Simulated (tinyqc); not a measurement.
# Surface potential of a MOS transistor: implicit equation and explicit approximations, step by step

Program tinyqc, `OMP_NUM_THREADS=1 python tinyqc.py 2122032 2122033 out.jsonl`; Intel Xeon 2.30GHz, shared host, one thread, about 0.01 s. Printed values are rounded.

p-type body, charge-sheet picture, depletion and inversion only, full ionisation (an idealisation for deep acceptors), Boltzmann statistics (rough once Na exp(x - xn) passes about Nc/7). In units of Vt: xg = (Vg - Vfb)/Vt, x = psi/Vt, G = gamma/sqrt(Vt), xn = (2 phiF + Vc)/Vt. The implicit equation is (xg - x)^2 = G^2 [x - 1 + exp(x - xn)] for x above about 3. Cox = eps0 eox/tox.

Parameters, values chosen for the exercise; band and dielectric values close to those of silicon: temperature T = 300 K; band gap Eg = 1.12 eV; relative permittivity eps_r = 11.6; conduction-band density of states at T Nc = 2.85e19 cm^-3; valence-band density of states at T Nv = 2.61e19 cm^-3; relative permittivity of the gate insulator (close to aluminium oxide) eox = 9.04; insulator thickness tox = 53 nm; acceptor density Na = 3.8e16 cm^-3; flat-band voltage Vfb = -0.98 V; channel-body voltage Vc = 0.5 V; gate-body voltage Vg = 1.03 V.

Constants: q = 1.602176634e-19 C, kB = 1.380649e-23 J/K, Vt = kB T/q, eps0 = 8.8541878128e-14 F/cm where lengths are in cm. Results are converted to the units shown.

## Scales

ni = sqrt(Nc Nv) exp(-Eg/(2 Vt)), Eg in volts; phiF = Vt ln(Na/ni); gamma = sqrt(2 q eps0 eps_r Na)/Cox; VT = Vfb + Vt (xn + G sqrt(xn - 1)).

phiF = 0.389995 V
gamma = 0.740498 V^0.5
G = 4.60550
xn = 49.5122
VT = 1.12926 V
xg = 77.7503

## Explicit approximation

Depletion value a = 1 + [sqrt(G^2/4 + xg - 1) - G/2]^2; inversion value b = xn + ln[(xg - xn)^2/G^2 - xn + 1] and first guess y = min(a, b) - ln(1 + exp(-|a - b|)) if a > xn + 1, else b = y = a; one second-order correction with D = exp(y - xn), p = 2 (xg - y) + G^2 (1 + D), w = (xg - y)^2 - G^2 (y - 1 + D): z = y + 2 w/(p + sqrt(p^2 - 2 (2 - G^2 D) w)), or the Newton step z = y + w/p where the root is not real.

a = 46.6375
b = 46.6375
y = 46.6375
p = 84.6331
w = -1.19701
z = 46.6234

The root of the implicit equation is x = 46.6234; y misses it by 0.014 and z by -6.6e-9, in units of Vt.

## Starting value

x = y rounded to two decimals.

x at the start = 46.64

## Iteration 1: new x

D = exp(x - xn), f = (xg - x)^2 - G^2 (x - 1 + D), f' = -2 (xg - x) - G^2 (1 + D), x(new) = x - f/f'.

D = 0.0565732
f = -1.40504
f' = -84.6311
x after iteration 1 = 46.6234

## Iteration 2: new x

As before.

D = 0.0556417
f = 1.11167e-4
f' = -84.6446
x after iteration 2 = 46.6234

## Course of the iteration

Stop when the step is below 1e-11, or after 60 iterations.

Course of the iteration:
```
iteration  x before the step      step
1                      46.64   -0.0166
2                    46.6234   1.31e-6
3                    46.6234  1.42e-14
```

Converged in 3 iterations.

## Potential, charges and gate control

converged x = 46.6234

psi = Vt x; N_dep = Cox Vt G sqrt(x - 1)/q; N_inv = (Cox Vt G/q) [sqrt(x - 1 + exp(x - xn)) - sqrt(x - 1)]; dpsi/dVg = 1/[1 + G^2 (1 + exp(x - xn))/(2 (xg - x))].

psi = 1.20531 V
N_dep = 7.58047e11 cm^-2
N_inv = 4.6211e8 cm^-2
dpsi/dVg = 0.735472

psi lies 2.9 Vt below 2 phiF + Vc.
